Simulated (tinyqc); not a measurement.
From results back to parameters: image-charge renormalisation of a gap near a dielectric or metal. Four cases, with inputs chosen for the exercise.

Problem. A small molecule or defect in vacuum at height z above the image plane of a substrate has both its electron and hole levels stabilised by (e^2/4 pi eps0)(es - 1)/((es + 1) 4 z), so its gap shrinks by twice that. The reduced gap is given.

Constants: e^2/(4 pi eps0) = 14.39964547 eV angstrom.

Case 1.

Values chosen: E0 = 2.81 eV (quasiparticle gap far from the surface); es = 2.3 (dielectric constant of the substrate (1e4: a metal)).

gap near the surface = 2.41052 eV

Case 2.

Values chosen: E0 = 4.01 eV (quasiparticle gap far from the surface); es = 4.5 (dielectric constant of the substrate (1e4: a metal)).

gap near the surface = 3.36469 eV

Case 3.

Values chosen: E0 = 3.01 eV (quasiparticle gap far from the surface); es = 2.3 (dielectric constant of the substrate (1e4: a metal)).

gap near the surface = 2.40653 eV

Case 4.

Values chosen: E0 = 4.1 eV (quasiparticle gap far from the surface); es = 25 (dielectric constant of the substrate (1e4: a metal)).

gap near the surface = 2.77080 eV

Find: reduction; (es - 1)/(es + 1); z.

Solution. z = (e^2/4 pi eps0)(es - 1)/((es + 1) 2 x reduction). Local and hybrid functionals miss this shift, since it is a non-local correlation effect.

Case 1.

reduction = 0.3995 eV
(es - 1)/(es + 1) = 0.3939
z = 7.10 angstrom

Case 2.

reduction = 0.6453 eV
(es - 1)/(es + 1) = 0.6364
z = 7.10 angstrom

Case 3.

reduction = 0.6035 eV
(es - 1)/(es + 1) = 0.3939
z = 4.70 angstrom

Case 4.

reduction = 1.3292 eV
(es - 1)/(es + 1) = 0.9231
z = 5.00 angstrom

Computed by tinyqc, one run a case: `OMP_NUM_THREADS=1 python tinyqc.py N N+1 out.jsonl` with N = 1850116, 1850119, 1850131, 1850139; one thread of a shared Intel(R) Xeon(R) Processor @ 2.30GHz, about 0.03 s a run at most.
